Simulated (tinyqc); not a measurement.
# Bloch-Grueneisen resistivity of a metal, step by step

A worked calculation. Computed by tinyqc, a small Python program that keeps every step. Command: `OMP_NUM_THREADS=1 python tinyqc.py 3021133 3021134 out.jsonl bg walk`. One thread of a shared host (Intel(R) Xeon(R) Processor @ 2.30GHz), about 0.01 s of CPU time with the checks. Intermediate numbers are printed to about 7 digits and carried at full precision; extremes and crossings named in words are read from the listed rows.

Electrons scatter from a Debye spectrum of phonons (n = 5 for scattering within one band, n = 3 for scattering into a second, heavy band) and from static defects.

Inputs (values chosen for the exercise, modelled on molybdenum):

| quantity | value | unit |
|---|---|---|
| exponent n | 5 | - |
| Debye temperature Theta | 385 | K |
| transport coupling lambda_tr | 0.41 | - |
| Drude plasma energy hbar w_p | 8.8 | eV |
| residual resistivity rho_0 | 0.0079 | microohm cm |
| temperature T | 295 | K |

Addition: none.

Constants: k_B = 1.380649e-23 J/K; hbar = 1.054571817e-34 J s; eps_0 = 8.8541878128e-12 F/m; hbar = 6.582119569e-16 eV s; k_B = 8.617333262e-05 eV/K.

## Scale of the phonon resistivity

rho_ph = (n - 1) rho_1 (T/Theta)^n J_n(Theta/T), with rho_1 = 2 pi lambda_tr k_B Theta/(hbar eps_0 w_p^2), the high-temperature line at T = Theta.

rho_1 = 8.204442 microohm cm

## The integral and the phonon part

J_n(y) = int_0^y x^n e^x/(e^x - 1)^2 dx, by 96 Gauss-Legendre points (upper limit at most 60).

Theta/T = 1.305085

J_n = 0.6607917

phonon resistivity rho_ph = 5.727697 microohm cm

This is 91.1 % of the straight line rho_1 T/Theta.

## Total resistivity and derived numbers

Matthiessen's rule: rho = rho_0 + rho_ph. Temperature coefficient (1/rho) d rho/dT by a central difference of +/- 0.5 K; residual ratio rho(295 K)/rho(4.2 K); scattering time tau = 1/(eps_0 w_p^2 rho); Wiedemann-Franz kappa = L_0 T/rho, L_0 = (pi^2/3)(k_B/e)^2.

resistivity rho = 5.735597 microohm cm

temperature coefficient = 4.005314 1e-3/K

residual resistance ratio = 725.9670

scattering time = 11.01638 fs

Wiedemann-Franz conductivity = 125.6515 W/(m K)

The coefficient is 1.18 times 1/T; it exceeds 1/T because the phonon part, extended linearly, meets zero above T = 0.

## Limits of the phonon part

Low T: (n - 1) n! zeta(n) rho_1 (T/Theta)^n. High T: rho_1 (T/Theta) [1 - (n - 1)/(12 (n + 1)) (Theta/T)^2].

Resistivities (microohm cm):

| T (K) | rho_ph | low-T law | straight line | line with correction | total rho |
|---|---|---|---|---|---|
| 12 | 1.201272e-04 | 1.201272e-04 | 0.25572 | - | 8.020127e-03 |
| 19 | 1.195304e-03 | 1.195372e-03 | 0.40489 | - | 9.095304e-03 |
| 31 | 1.361312e-02 | 1.382113e-02 | 0.66062 | - | 2.151312e-02 |
| 46 | 8.411765e-02 | 9.943157e-02 | 0.98027 | - | 9.201765e-02 |
| 77 | 5.278472e-01 | 1.306739e+00 | 1.64089 | - | 5.357472e-01 |
| 130 | 1.766202e+00 | 1.792470e+01 | 2.77033 | 1.42045 | 1.774102e+00 |
| 190 | 3.251010e+00 | 1.195372e+02 | 4.04895 | 3.12535 | 3.258910e+00 |
| 310 | 6.071305e+00 | 1.382113e+03 | 6.60617 | 6.04010 | 6.079205e+00 |
| 460 | 9.431026e+00 | 9.943157e+03 | 9.80271 | 9.42122 | 9.438926e+00 |
| 770 | 1.618310e+01 | 1.306739e+05 | 16.40888 | 16.18098 | 1.619100e+01 |

The low-T law holds to 10 % up to 31 K, the straight line from 310 K on. The local exponent of rho_ph falls from 5.00 to 1.05. Phonons overtake the residual resistivity between 19.0 and 31.0 K.

Checks made by the program: J_n at large argument against n! zeta(n) (relative difference below 1e-10).
